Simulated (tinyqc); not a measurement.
Electron-beam lithography: double-Gaussian proximity function, edge placement and dose correction for parallel lines: one step, computed by the program tinyqc.

Lines are infinitely long. Absorbed energy is counted so that the middle of a very large area written at dose 1 receives 1; the resist develops where it exceeds 1/2.

Question. Shot noise and writing time. With dose = d_s D0: electrons per pixel N = dose x pixel area/e; relative noise 1/sqrt(N); time per cm^2 of pattern area = dose x density/current; pixel rate = current/(dose x pixel area).

Inputs (values chosen for the exercise, of the order of those for 100 keV electrons in resist on silicon): beam current = 3.1 nA; pixel size = 2 nm; pattern density around the test line = 0.5.

dose = 140 microcoulomb/cm^2

Constants: e = 1.602176634e-19 C.

Give: electrons per pixel; shot noise; writing time per cm^2; pixel rate.

Answer.

electrons per pixel = 34.952

shot noise = 16.915 %

writing time per cm^2 = 6.2724 h

pixel rate = 553.57 MHz
